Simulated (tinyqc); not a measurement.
CIS on RHF in the 3-21g basis, for H2, spin multiplicity 1, step by step. One step of it, computed by the program tinyqc.

Problem. CIS matrix, singlets. A(ia,jb) = (e_a - e_i) d_ij d_ab + 2 (ia|jb) - (ij|ab).

orbital energies (hartree): MO1 -0.538820, MO2 0.207056, MO3 1.029982, MO4 1.342363

Two-electron integrals over orbitals (pq|rs), unique and non-zero (hartree):
```
(11|11) 0.591925    (21|21) 0.108653    (22|11) 0.458158    (22|22) 0.419380
(31|11) 0.139938    (31|22) 0.068180    (31|31) 0.099928    (32|21) 0.005856
(32|32) 0.036774    (33|11) 0.535347    (33|22) 0.423212    (33|31) 0.127323
(33|33) 0.508254    (41|21) -0.080232   (41|32) -0.046820   (41|41) 0.112212
(42|11) -0.137907   (42|22) -0.070720   (42|31) -0.082050   (42|33) -0.121828
(42|42) 0.081450    (43|21) -0.120561   (43|32) -0.034300   (43|41) 0.127804
(43|43) 0.177207    (44|11) 0.600602    (44|22) 0.470271    (44|31) 0.179792
(44|33) 0.568545    (44|42) -0.166725   (44|44) 0.672309
```

Give: CIS matrix A, singlet.

Solution.

CIS matrix A, singlet (hartree), lower triangle:
```
         1>2     1>3     1>4
1>2   0.5050
1>3   0.0000  1.2333
1>4  -0.0226  0.0000  1.5050
```
